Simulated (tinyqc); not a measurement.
Decay of LO phonons and the hot-phonon bottleneck in the cooling of electrons: one step, computed by the program tinyqc. Command: `OMP_NUM_THREADS=1 python tinyqc.py 3003531 3003532 out.jsonl hotphonon walk`. One thread of a shared host (Intel(R) Xeon(R) Processor @ 2.30GHz), about 0.01 s of CPU time with the checks.

n(E, T) = 1/(exp(E/(k_B T)) - 1) is the Bose occupation. Electrons have a temperature T_e; the LO modes within their reach share one occupation N; the decay products stay at the lattice temperature.

Task: Spontaneous emission time. Froehlich coupling alpha = (e^2/(4 pi eps_0)) (1/eps_inf - 1/eps_s) k_0/(2 hbar omega), k_0 = sqrt(m* hbar omega/(hbar^2/(2 m_0))); emission time tau_sp = hbar/(2 alpha hbar omega); bottleneck ratio r = (n/N_m) tau/tau_sp.

Inputs (values chosen for the exercise, modelled on gallium nitride):
```
quantity                                             value    unit
LO energy hbar omega                                  94.6     meV
lattice temperature T                                  500       K
electron mass m*                                     0.208     m_0
eps_inf                                               5.21       -
static dielectric constant eps_s                      9.52       -
electron density n                                 2.2e+18  1/cm^3
density of LO modes that the electrons reach, N_m  9.7e+19  1/cm^3
```

Decay channel: two unequal phonons (Ridley).

phonon lifetime tau = 0.8058208 ps

Constants: e^2/(4 pi eps_0) = 14.39964548 eV angstrom; hbar^2/(2 m_0) = 3.80998212 eV angstrom^2; hbar = 6.582119569e-16 eV s.

Give: alpha; emission time tau_sp; bottleneck ratio r.

Result:

alpha = 0.4753

emission time tau_sp = 7.320 fs

bottleneck ratio r = 2.497

r compares the rate at which electrons exchange quanta with a mode to its decay rate. Exchange outruns decay, so a hot population builds up if the power is high enough.
